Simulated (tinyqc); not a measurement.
Worked calculation: band-to-band tunnelling across a p-n junction in a two-band chain. Values are carried at full precision from step to step, so a last printed digit may differ when a step is redone from the rounded ones.

Sites alternate A at -Eg/2 and C at +Eg/2 with hopping -t; near the edges, with k counted from the zone boundary pi/a, E^2 = (Eg/2)^2 + (t a k)^2, so t = sqrt(c Eg/m)/a gives the mass m, c = hbar^2/2m0. In the gap cosh(q a) = 1 + (Eg^2/4 - e^2)/(2 t^2), e the energy from the local mid-gap. The potential is V0 = Eg + ov on the p side (left), 0 on the n side, and falls linearly over the 2N sites of the junction, V_j = V0 (1 - j/(2N + 1)), j = 1 to 2N, site 1 being A. E = Eg/2 + x ov. A half chain that ends on a site of level e1 with neighbour e2 has g = (1 + z)/(E - e1), z = exp(-/+ i k a) the root with Im g < 0, cos(k a) = (E - e1)(E - e2)/(2 t^2) - 1. S_L = t^2 g (ending on C, shifted by V0), S_R = t^2 g (starting on A). T = 4 Im(S_L) Im(S_R) |G_(1,2N)|^2.

Constants: hbar^2/2m0 = 3.80998211 eV angstrom^2.

Parameters, chosen for this exercise (gap and mass near those of GaAs; not measured data): Eg = 1.373 eV (gap); m = 0.0742 m0 (mass of electron and light hole); a = 6 angstrom (period (two sites)); ov = 0.23 eV (overlap: top of the valence band on the p side above the conduction edge on the n side); N = 5 (periods in the small junction); x = 0.59 (energy above the n-side conduction edge, as a share of ov).

## Hopping, field and tunnelling length

Form t, V0, E, the field F = V0/((2N + 1) a/2) (1 V/angstrom = 100 MV/cm) and the length Eg/F over which E lies in the gap.

t = 1.3994 eV
V0 = 1.6030 eV
E = 0.8222 eV
F = 4.858 MV/cm
tunnelling length = 28.27 angstrom

So short a junction keeps the matrix small; its field is above the 1 to 3 MV/cm of tunnel diodes.

## Self-energies of the two sides

Form cos(k a) and S for each side.

cos(k a): left -0.964672, right -0.947728

S_L, S_R (eV): -0.04715-0.35162i  0.06785-0.41417i

## Recursive Green function

g_1 = 1/(E - e_1 - S_L); g_j = 1/(E - e_j - t^2 g_(j-1)), with S_R also subtracted at the last site; G_1j = G_1(j-1) (-t) g_j, G_11 = g_1; e_j is the site level plus V_j. The self-energies stand in the order S_L, S_R.

Sweep:

| j | e_j (eV) | g_j (1/eV) | G_1j (1/eV) |
|---|---|---|---|
| 1 | 0.7708 | 0.7392-2.6368i | 0.7392-2.6368i |
| 2 | 1.9980 | -0.0782-0.1539i | 0.6489-0.1293i |
| 3 | 0.4793 | 1.4723-0.8947i | -1.1750+1.0789i |
| 4 | 1.7066 | -0.2182-0.1015i | -0.5120+0.1626i |
| 5 | 0.1879 | 0.9100-0.1703i | 0.6133-0.3291i |
| 6 | 1.4151 | -0.4129-0.0580i | 0.3811-0.1404i |
| 7 | -0.1036 | 0.5741-0.0376i | -0.2988+0.1329i |
| 8 | 1.1237 | -0.6995-0.0361i | -0.2992+0.1149i |
| 9 | -0.3950 | 0.3862-0.0106i | 0.1600-0.0666i |
| 10 | 0.8322 | -0.9426-0.4913i | 0.2568+0.0222i |

T = 0.0387

## WKB for the same field

T = exp(-2 I/F), I = integral of q de across the gap. Continuum: q = sqrt(Eg^2/4 - e^2)/(t a), I = pi Eg^2/(8 t a). Lattice: q from the cosh formula, 12 Gauss-Legendre points in u with e = (Eg/2) sin(u), u from -pi/2 to pi/2. F in V/angstrom is the value in MV/cm over 100.

I (eV/angstrom): continuum 0.088167, lattice 0.087518

T by WKB: continuum 0.0265, lattice 0.0272

The chain gives 0.0387, 1.422 times the lattice WKB value; the exponent is only 3.60, and reflections at the two kinks of the potential count.

## Checks

- G_(1,2N) from the sweep against inversion of the whole matrix (size): both 0.25779.

Run: tinyqc, `OMP_NUM_THREADS=1 python tinyqc.py 1450877 1450878 out.jsonl`; Intel(R) Xeon(R) Processor @ 2.30GHz, one thread, shared host; about 0.01 s of CPU time with all checks.
